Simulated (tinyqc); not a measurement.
Worked calculation: strain-driven roughening and islands of a mismatched epitaxial film. Computed by tinyqc, a small Python program that keeps every step. Command: `OMP_NUM_THREADS=1 python tinyqc.py 3030090 3030091 out.jsonl island walk`. One thread of a shared host (Intel(R) Xeon(R) Processor @ 2.30GHz), about 0.01 s of CPU time with the checks. Intermediate numbers are printed to about 5 digits and carried at full precision; extremes and crossings named in words are read from the listed rows.

Film and substrate share isotropic elastic constants; the film is coherent and biaxially strained.

Inputs (values chosen for the exercise, modelled on GaN on AlN):
```
quantity                                      value       unit
misfit |f|                                   0.0234          -
shear modulus G                                 116        GPa
Poisson ratio nu                                0.2          -
surface energy gamma                           1.87      J/m^2
contact angle of the shallow shape theta_1     9.39    degrees
contact angle of the steep shape theta_2       24.2    degrees
facet energy of shape 1 over gamma            1.001          -
facet energy of shape 2 over gamma            1.005          -
wetting energy gamma_s - gamma                 0.11      J/m^2
decay length of wetting delta                  0.22         nm
surface mobility D_s nu_s Omega^2/(k_B T)   8.8e-35  m^6/(J s)
initial ripple amplitude A0                    0.07         nm
ripple wavelength over the critical one         2.6          -
island volume V                                 180       nm^3
```

Transport: surface diffusion.

Constants: e = 1.602176634e-19 C.

## Elastic energy of the flat film

M = 2 G (1 + nu)/(1 - nu); stress = M f; energy density w = M f^2.

biaxial modulus M = 348 GPa

stress = 8.1432 GPa

energy density w = 190.55 MJ/m^3

## Asaro-Tiller-Grinfeld instability

A ripple A cos(k x) has the surface chemical potential per volume [gamma k^2 - 2 (1 + nu) w k] A cos(k x), so k_c = 2 (1 + nu) w/gamma. With surface diffusion the amplitude grows at the rate q = B k^2 [2 (1 + nu) w k - gamma k^2], fastest at k_m = (3/4) k_c. B is the surface mobility.

k_c = 0.24456 1/nm

critical wavelength = 25.692 nm

fastest wavelength = 34.256 nm

growth time 1/q at k_m = 16.108 s

A ripple of A0 needs about 52 s to reach a twentieth of its wavelength.

## A ripple of given wavelength

A ripple A cos(k x) has the surface chemical potential per volume [gamma k^2 - 2 (1 + nu) w k] A cos(k x), so k_c = 2 (1 + nu) w/gamma. With surface diffusion the amplitude grows at the rate q = B k^2 [2 (1 + nu) w k - gamma k^2], fastest at k_m = (3/4) k_c. B is the surface mobility. Stress at the trough = stress x (1 + 2 k A).

k = 0.094060 1/nm

rate q = 0.020610 1/s

q over the largest rate = 0.33197

stress concentration at A0 = 1.0132

The ripple grows.

## Wetting layer

The surface energy depends on thickness as gamma + (gamma_s - gamma) exp(-h/delta). Its curvature adds W2 = (gamma_s - gamma) exp(-h/delta)/delta^2 to the restoring terms; the flat film is stable while W2 > (1 + nu)^2 w^2/gamma, which gives h_c = delta ln[(gamma_s - gamma) gamma/(delta^2 (1 + nu)^2 w^2)], or 0 if negative.

wetting-layer thickness h_c = 0.96755 nm

Layer-by-layer growth up to h_c, then roughening: the Stranski-Krastanov mode.

## Island nucleation

Shallow faceted island (Tersoff form): E = 4 Gam V^(2/3) tan^(1/3)(theta) - 6 c V tan(theta), Gam = gamma [x/sin(theta) - 1/tan(theta)], x the facet energy over gamma, c = stress^2 (1 - nu)/(2 pi G). The barrier is the maximum of E, at V_c = [4 Gam/(9 c)]^3 / tan^2(theta) (1 GPa nm = 1 J/m^2).

c = 0.072785 GPa

Gam of shape 1 = 0.16504 J/m^2

critical volume, shape 1 = 37.426 nm^3

barrier, shape 1 = 8.4350 eV

Gam of shape 2 = 0.42370 J/m^2

critical volume, shape 2 = 85.745 nm^3

barrier, shape 2 = 52.518 eV

The shallow shape has the lower barrier. Each barrier is a third of the surface term at V_c and scales as Gam^3/c^2, that is as f^(-4).

## Which shape at the volume V

The two energies cross at V_x^(1/3) = 4 [Gam_2 t2^(1/3) - Gam_1 t1^(1/3)]/(6 c (t2 - t1)), t = tan(theta); mu = dE/dV.

E of shape 1 = -9.0353 eV

E of shape 2 = 37.812 eV

crossing volume V_x = 429.38 nm^3

jump of mu at V_x, shape 2 less shape 1 = -41.349 MJ/m^3

At V the shallow shape is lower. At V_x the chemical potential drops, so islands that have turned steep grow at the cost of the shallow ones.

## Scaling with the misfit

A ripple A cos(k x) has the surface chemical potential per volume [gamma k^2 - 2 (1 + nu) w k] A cos(k x), so k_c = 2 (1 + nu) w/gamma. With surface diffusion the amplitude grows at the rate q = B k^2 [2 (1 + nu) w k - gamma k^2], fastest at k_m = (3/4) k_c. V_c = [4 Gam/(9 c)]^3/tan^2(theta), barrier = (4/3) Gam V_c^(2/3) tan^(1/3)(theta); the growth time is 1/q at k_m.

Misfit scaled at fixed constants:
```
|f| (%)  fastest wavelength (nm)  growth time (s)  V_c of shape 1 (nm^3)  barrier of shape 1 (eV)
0.585                     548.10       1.0556e+06             1.5330e+05               2.1594e+03
0.819                     279.64       7.1530e+04             2.0360e+04               5.6210e+02
1.170                     137.02       4.1235e+03             2.3953e+03               1.3496e+02
1.638                      69.91       2.7941e+02             3.1812e+02               3.5131e+01
2.340                      34.26       1.6108e+01             3.7426e+01               8.4350e+00
3.276                      17.48       1.0915e+00             4.9706e+00               2.1957e+00
```

Halving the misfit stretches the wavelength 4 times, the barrier 16 times, the volume 64 times and the time 256 times: f^(-2), f^(-4), f^(-6), f^(-8). Over these rows the time spans 6.0 decades: strongly mismatched films tend to roughen first, while dilute alloys have time to stay flat. Rows with wavelengths under 10 nm or volumes under 5 nm^3 are beyond the continuum picture.

Checks made by the program: k_m against a numerical maximum of the rate (relative difference 5e-10).
